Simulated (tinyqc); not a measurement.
Inside a calculation. Method: tight binding, honeycomb lattice. One step of it, computed by the program tinyqc.

Problem. Levels at k. Diagonalise the Hermitian matrix.

H(k) at k (eV):
```
                     A                    B
A             1.973883  -1.591667+0.399024i
B  -1.591667-0.399024i            -1.973673
```

Give: eigenvalues; weights |c|^2 of the basis functions.

Solution.

eigenvalues (eV): -2.567  2.567

weights |c|^2 of the basis functions:
```
   band 1  band 2
A   0.116   0.884
B   0.884   0.116
```
